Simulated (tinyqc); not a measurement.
Inside a calculation. Method: bound state in one dimension: Numerov shooting, finite differences, DVR. Computed by tinyqc, a small Python program that keeps every step. Settings: points = 96. Command: `OMP_NUM_THREADS=1 python tinyqc.py 28571 28572 out.jsonl` (the two numbers bound the seeds that draw the settings). One thread of a shared host (Intel(R) Xeon(R) Processor @ 2.60GHz), about 0.01 s of CPU time with the checks.

## Numerov steps at E = 0.1

One particle of mass 1 in V = 8.54 (1 - exp(-0.81 x))^2 (atomic units), psi = 0 at both ends:
```
parameter                 value
left end              -1.600000
right end                     7
intervals                    96
h                      0.089583
state sought (nodes)          1
```

k_i = 2 m (E - V_i); (1 + h^2 k_(i+1)/12) y_(i+1) = 2 (1 - 5 h^2 k_i/12) y_i - (1 + h^2 k_(i-1)/12) y_(i-1), from y_0 = 0, y_1 = 0.001.

Points along the way:
```
i           x          V            k          y
0   -1.600000  60.182748  -120.165497   0.000000
1   -1.510417  49.143321   -98.086642   0.001000
2   -1.420833  39.879558   -79.559116   0.002805
3   -1.331250  32.131688   -64.063375   0.006445
4   -1.241667  25.676422   -51.152844   0.013455
5   -1.152083  20.321932   -40.443863   0.026048
32   1.266667   3.515081    -6.830162   8.859581
33   1.356250   3.795367    -7.390733  10.923119
34   1.445833   4.065682    -7.931364  13.639365
35   1.535417   4.325422    -8.450845  17.230440
36   1.625000   4.574200    -8.948400  21.999314
37   1.714583   4.811808    -9.423615  28.360824
```

## Bisection on the node count

With more sign changes than the state has nodes (the last point included) the energy is too high, else too low; the bracket starts as 0.1 to 10.

Trials:
```
trial           E  sign changes  y at the right end   next
1      5.05000000             2            2.70e+04  lower
2      2.57500000             1           -2.18e+07  raise
3      3.81250000             1           -5.36e+05  raise
4      4.43125000             2            3.43e+04  lower
5      4.12187500             1           -8.55e+04  raise
6      4.27656250             1           -2.35e+03  raise
7      4.35390625             2            2.03e+04  lower
8      4.31523438             2            1.02e+04  lower
9      4.29589844             2            4.26e+03  lower
10     4.28623047             2            1.04e+03  lower
11     4.28139648             1           -6.33e+02  raise
12     4.28381348             2            2.09e+02  lower
13     4.28260498             1           -2.10e+02  raise
14     4.28320923             1           -4.36e-01  raise
...           ...           ...                 ...    ...
28     4.28321052             2            1.23e-02  lower
29     4.28321050             2            5.88e-03  lower
30     4.28321049             2            2.68e-03  lower
```

eigenvalue = 4.28321049 hartree

## The same grid by other methods

Three-point finite differences and the sine-DVR kinetic matrix of Colbert and Miller on the same points.

Lowest levels (hartree):
```
state  finite differences       DVR
0                1.589316  1.591772
1                4.275046  4.283245
2                6.305759  6.318621
3                7.685755  7.698077
```
